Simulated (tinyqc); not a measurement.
Three-phonon processes in a diatomic chain: dispersion, energy and momentum conservation, and decay channels of optical phonons: one step, computed by the program tinyqc.

Cell length a, two atoms, one spring constant. x = q a/pi runs from -1 to 1; A and O are the acoustic and optical branches. Matrix elements are not computed: only conservation laws and occupation factors are followed.

Question. Dispersion. omega^2 = k (1/m + 1/M) -/+ k sqrt((1/m + 1/M)^2 - 4 sin^2(pi x/2)/(m M)); nu = 15.6333042 THz x sqrt(omega^2) for eV/(angstrom^2 u).

Inputs (values chosen for the exercise, for a model chain): light mass m = 69.7 u; heavy mass M = 135 u; spring constant k = 2.1 eV/angstrom^2.

Constants: nu for 1 eV/(angstrom^2 u) = 15.6333042 THz.

Give: the table «Branches» with the columns nu_A (THz), nu_O (THz), for x = 0.10, 0.20, 0.35, 0.50, 0.65, 0.80, 0.90, 1.00.

Answer.

Branches:

| x | nu_A (THz) | nu_O (THz) |
|---|---|---|
| 0.10 | 0.351 | 4.712 |
| 0.20 | 0.700 | 4.673 |
| 0.35 | 1.210 | 4.568 |
| 0.50 | 1.697 | 4.410 |
| 0.65 | 2.142 | 4.212 |
| 0.80 | 2.516 | 4.000 |
| 0.90 | 2.690 | 3.885 |
| 1.00 | 2.757 | 3.838 |
